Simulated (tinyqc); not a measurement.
What moves the results: density of states of one tight-binding band of a chain. A value that a table varies takes the place of the one given here.

E(k) = -2 t cos(2 pi k) - 2 t2 cos(4 pi k); k in fractions of the reciprocal vectors, mesh k_i = j/N with j = 0 .. N-1. Densities are per cell and per spin, so the band holds one state.

Each interval of the mesh is a segment with E linear in k: n = (E - e1)/(e2 - e1), g = 1/(e2 - e1) between its end values.

Gaussian broadening: g(E) = mean over the mesh of exp(-(E - E_k)^2/(2 sigma^2))/(sigma sqrt(2 pi)), n(E) = mean of erfc((E_k - E)/(sigma sqrt 2))/2.

Values chosen for the exercise: t = 1.69 eV (nearest hopping); t2 = 0.28 eV (second hopping); N2 = 40 (mesh points along each axis in this comparison); sigma = 0.169 eV (Gaussian width); E = -2.5 eV (energy at which the density is wanted).

## Three ways to the same curve

N = N2 here; the reference is the linear method with N = 4000.

g(E) (1/eV):

| E (eV) | reference | linear segments | Gaussian, sigma | Gaussian, sigma/4 | reference n(E) |
|---|---|---|---|---|---|
| -3.325 | 0.129 | 0.115 | 0.139 | 0.440 | 0.152 |
| -2.710 | 0.098 | 0.097 | 0.079 | 0.000 | 0.220 |
| -2.096 | 0.086 | 0.087 | 0.055 | 0.000 | 0.276 |
| -1.481 | 0.082 | 0.082 | 0.048 | 0.000 | 0.328 |
| -0.867 | 0.081 | 0.081 | 0.047 | 0.000 | 0.377 |
| -0.252 | 0.084 | 0.084 | 0.053 | 0.000 | 0.428 |
| 0.363 | 0.091 | 0.090 | 0.072 | 0.000 | 0.482 |
| 0.977 | 0.104 | 0.100 | 0.111 | 0.064 | 0.541 |
| 1.592 | 0.130 | 0.137 | 0.135 | 0.039 | 0.612 |
| 2.206 | 0.200 | 0.217 | 0.210 | 0.259 | 0.709 |

Root-mean-square errors against the reference: 0.0073 for linear segments, 0.0228 for sigma and 0.1250 for sigma/4. The narrow Gaussian is worse than the wide one, because it resolves the separate mesh levels. The reference is highest at 2.206 eV of the energies listed, and half filling lies between 0.363 and 0.977 eV.

## Convergence with the mesh

At the energy E; the plain count is the share of mesh points below E; the reference is the linear method with N = 4000.

Results:

| N | points | g linear | n linear | g Gaussian | n Gaussian | n plain count |
|---|---|---|---|---|---|---|
| 8 | 8 | 0.1613 | 0.2323 | 0.4775 | 0.1894 | 0.1250 |
| 16 | 16 | 0.1107 | 0.2378 | 0.2388 | 0.2197 | 0.1875 |
| 32 | 32 | 0.0985 | 0.2392 | 0.1206 | 0.2348 | 0.2188 |
| 64 | 64 | 0.0941 | 0.2396 | 0.0931 | 0.2395 | 0.2344 |
| 128 | 128 | 0.0923 | 0.2398 | 0.0932 | 0.2396 | 0.2422 |
| 256 | 256 | 0.0931 | 0.2399 | 0.0932 | 0.2396 | 0.2383 |

reference n and g: 0.2399  0.0928

The linear n(E) stays within 0.002 of the reference from N = 32 on. The Gaussian g stays within 1 % of its last value from N = 64 on; it tends to the broadened curve, not the true one. At the last mesh it lies 0.000 1/eV from the reference g and the linear g 0.000. The plain count errs by -0.0016 at the last mesh.

## What moves the count of states

Linear method and Gaussian sum with N = 400. Each row changes one parameter from the base and keeps the others.

Results:

| case | n linear | g linear (1/eV) | n Gaussian | g Gaussian (1/eV) |
|---|---|---|---|---|
| base | 0.2399 | 0.0933 | 0.2396 | 0.0932 |
| t = 1.859 eV | 0.2608 | 0.0827 | 0.2606 | 0.0833 |
| E = -2.331 eV | 0.2553 | 0.0893 | 0.2551 | 0.0900 |
| sigma = 0.338 eV | 0.2399 | 0.0933 | 0.2386 | 0.0947 |
| t2 = 0.365 eV | 0.2408 | 0.0840 | 0.2406 | 0.0846 |

The largest shifts from the base row, up to three for each result and ties (the steps differ in size, so this ranks the rows, not the parameters). n linear: t +0.0209, E +0.0154, t2 +0.0009; unchanged at the printed digits by sigma. g linear (1/eV): t -0.0106, t2 -0.0094, E -0.0040; unchanged at the printed digits by sigma. n Gaussian: t +0.0210, E +0.0155, t2 +0.0010, sigma -0.0010. g Gaussian (1/eV): t -0.0099, t2 -0.0086, E -0.0032.

tinyqc: `OMP_NUM_THREADS=1 python tinyqc.py 1650782 1650783 out.jsonl`; about 0.01 s, one thread, shared Intel(R) Xeon(R) Processor @ 2.30GHz.
